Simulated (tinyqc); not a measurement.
Off-state leakage of single and stacked transistors: two steps of the calculation.

n-channel devices of unit width. Subthreshold current I(Vg, Vs, Vd) = I0 (T/300 K)^0.5 exp[(Vg - Vs - VT(T) - gb (Vs - Vb) + dd (Vd - Vs))/(nf Vt)] (1 - exp(-(Vd - Vs)/Vt)), VT(T) = VT - cT (T - 300 K). Gate-edge tunnelling Ig (Vd/1 V) exp(ag (Vd - 1 V)), for a gate at 0 V, and band-to-band leakage Ab u exp(-Bb/u), u = Vd - Vb + 1 V, flow at a drain held at V; both are taken as independent of T. In a stack of off transistors (all gates at 0 V) the same subthreshold current passes through each.

Values chosen for this exercise; values of the order met in bulk silicon logic transistors:

| symbol | value | unit | meaning |
|---|---|---|---|
| T | 300 | K | temperature |
| V | 1.1 | V | supply voltage |
| VT | 0.36 | V | threshold at 300 K, zero drain and body bias |
| cT | 0.6 | mV/K | fall of the threshold with temperature |
| I0 | 0.66 | uA/um | current at threshold at 300 K |
| nf | 1.47 |  | slope factor |
| dd | 0.11 |  | drain-induced lowering per volt |
| gb | 0.09 |  | rise of the threshold per volt of source-body bias |
| Ig | 2e-6 | uA/um | gate-edge tunnelling current at 1 V |
| ag | 5.1 | 1/V | exponential slope of the gate current |
| Ab | 8 | uA/(um V) | prefactor of band-to-band leakage at the drain |
| Bb | 24 | V | its exponential voltage |
| Vb | -0.6 | V | body voltage |

Constants: q = 1.602176634e-19 C, kB = 1.380649e-23 J/K, Vt = kB T/q. Results are converted to the units shown.

Problem 1. Leakage of one transistor. Vg = Vs = 0, Vd = V; effective threshold VT(T) - gb Vb - dd V.

Wanted: effective threshold; parts; total; shares.

Solution 1.

effective threshold = 0.29300 V
parts (nA/um): subthreshold 0.29588, gate edge 0.0036636, band-to-band 2.9789
total = 3.2785 nA/um
shares (%): subthreshold 9.0250, gate edge 0.11175, band-to-band 90.863

The band-to-band part is the largest.

Problem 2. New Vx. Stack of two, Vx the node between them: I_low = I(0, 0, Vx), I_up = I(0, Vx, V), f = ln(I_up/I_low), f' = -(1 + gb + 2 dd)/(nf Vt) - 1/(Vt (exp(Vx/Vt) - 1)) - 1/(Vt (exp((V - Vx)/Vt) - 1)), Vx(new) = Vx - f/f'.

Vx at the start = 0.092 V

Wanted: I_low; I_up; f; f'; Vx after iteration 1.

Solution 2.

I_low = 0.01554 nA/um
I_up = 0.01620 nA/um
f = 0.04152
f' = -35.61 1/V
Vx after iteration 1 = 0.09317 V

tinyqc, about 0.03 s, one thread, Intel Xeon 2.30GHz (shared host): `OMP_NUM_THREADS=1 python tinyqc.py 2242213 2242214 out.jsonl`
